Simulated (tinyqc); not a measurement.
Hexagonal on-chip spiral inductor, lumped pi model: one step of the calculation.

Outer diameter do = di + 2 n wd + 2 (n - 1) sp, mean da = (do + di)/2, fill p = (do - di)/(do + di), length l = 3.464 n da. L = 2.33 mu0 n^2 da/(1 + 3.82 p), mu0 = 4 pi 1e-7 H/m. Rs = rho l/(wd delta (1 - exp(-th/delta))), delta = sqrt(rho/(pi f mu0)). Cs = n wd^2 eps0 eo/hu across the coil. At each end Cox = l wd eps0 eo/(2 ho) leads to the substrate branch Rsi = 2 rs he/(l wd) in parallel with Csi = l wd eps0 11.7/(2 he). With one end grounded Y = 1/(Rs + i w L) + i w Cs + 1/[1/(i w Cox) + 1/(1/Rsi + i w Csi)], w = 2 pi f; Q = -Im Y/Re Y. Eddy currents in neighbouring turns and in the substrate are left out.

Problem. Admittance, quality factor and apparent inductance. Series branch 1/(Rs + i w L), substrate branch, total Y, Q = -Im Y/Re Y, apparent inductance Im(1/Y)/w, metal-only value w L/Rs, share of the loss in the substrate Re(substrate branch)/Re Y.

Parameters, values chosen for the exercise: frequency f = 5.1 GHz.

L = 0.73841017 nH
Rs = 2.1787074 ohm
Cs = 3.0649112 fF
Cox = 16.067893 fF
Rsi = 12336.906 ohm
Csi = 8.3970808 fF

Find: series branch; substrate branch; Y; Q; apparent inductance; w L/Rs; share of the loss in the substrate.

Solution.

series branch = 3.859-41.907i mS
substrate branch = 0.03459+0.18030i mS
Y = 3.893-41.628i mS
Q = 10.692
apparent inductance = 0.74315 nH
w L/Rs = 10.860
share of the loss in the substrate = 0.88857 %

Q is 98.5 % of the metal-only value.

Program tinyqc, `OMP_NUM_THREADS=1 python tinyqc.py 2302215 2302216 out.jsonl`; Intel Xeon 2.30GHz, shared host, one thread, about 0.01 s.
